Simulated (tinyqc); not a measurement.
Temperature series and Richardson plot: current of a Schottky diode by thermionic-emission-diffusion theory, and its read-back from I-V-T and C-V data. Computed by tinyqc, a small Python program. Command: `OMP_NUM_THREADS=1 python tinyqc.py 3013852 3013853 out.jsonl schottky walk`. One thread of a shared host (Intel(R) Xeon(R) Processor @ 2.30GHz), about 0.01 s of CPU time with the checks.

Full ionisation, no tunnelling, no recombination current. V is the voltage across the junction itself, forward positive.

Inputs (values chosen for the exercise, modelled on n-type amorphous oxide):

| quantity | value | unit |
|---|---|---|
| Richardson constant A* | 38.8 | A/(cm^2 K^2) |
| effective density of states at 300 K, N_c | 4.8e+18 | 1/cm^3 |
| permittivity eps | 10 | - |
| mobility mu | 12 | cm^2/(V s) |
| barrier without image force phi_0 (mean) | 0.849 | eV |
| doping N | 1.4e+16 | 1/cm^3 |
| junction voltage V | 0.43 | V |
| standard deviation sigma | 76 | meV |
| relative change of sigma^2 with bias, rho | 0.3 | 1/V |

Barrier: Gaussian spread of heights.

Constants: k_B = 8.617333262e-05 eV/K; e = 1.602176634e-19 C; eps_0 = 8.8541878128e-12 F/m.

Method:
- N_c(T) = N_c (T/300 K)^(3/2); V_bi = phi_0 - (k_B T/e) ln(N_c(T)/N); surface field F = sqrt(2 e N (V_bi - V - k_B T/e)/(eps eps_0)); image lowering d_phi = sqrt(e F/(4 pi eps eps_0)); effective barrier phi = phi_0 - d_phi - sigma^2 (1 - rho V)/(2 k_B T).
- Collection velocity v_R = A* T^2/(e N_c(T)); diffusion velocity v_D = mu F; J = e N_c(T) v_R/(1 + v_R/v_D) exp(-phi/k_B T) [exp(e V/k_B T) - 1].
- Ideality n = (e/k_B T)/(d ln J/dV) by a central difference of +/- 1 mV; J_0 = J exp(-e V/(n k_B T)); apparent barrier phi_IV = k_B T ln(A* T^2/J_0); a C-V plot gives phi_CV = phi_0, the mean without lowering.
- A least-squares line of ln(J_0/T^2) against 1/(k_B T) gives a barrier (minus the slope) and a Richardson constant (exp of the intercept).

At the same junction voltage:

| T (K) | 1/k_B T (1/eV) | n | J_0 (A/cm^2) | phi_IV (eV) | ln(J_0/T^2) |
|---|---|---|---|---|---|
| 200 | 58.023 | 1.1037 | 1.4207e-11 | 0.67616 | -35.574 |
| 250 | 46.418 | 1.1064 | 8.2475e-09 | 0.71771 | -29.656 |
| 300 | 38.682 | 1.1180 | 9.6125e-07 | 0.74767 | -25.263 |
| 350 | 33.156 | 1.1400 | 3.8771e-05 | 0.77007 | -21.874 |
| 400 | 29.011 | 1.1785 | 7.7917e-04 | 0.78585 | -19.140 |
| 450 | 25.788 | 1.2504 | 1.0316e-02 | 0.79305 | -16.793 |

barrier from the Richardson plot = 0.58008 eV

Richardson constant from the plot = 0.092935 A/(cm^2 K^2)

What follows from these numbers?

From 200 to 450 K n goes from 1.104 to 1.250 and phi_IV from 0.676 to 0.793 eV. The plot returns 0.580 eV against phi_0 = 0.849 and a constant 0.00240 times the true A*: a spread of barriers lets cold carriers pick the low patches, which bends the plot and lowers both numbers.

Extremes, crossings and ranges named in words are read from the listed rows.
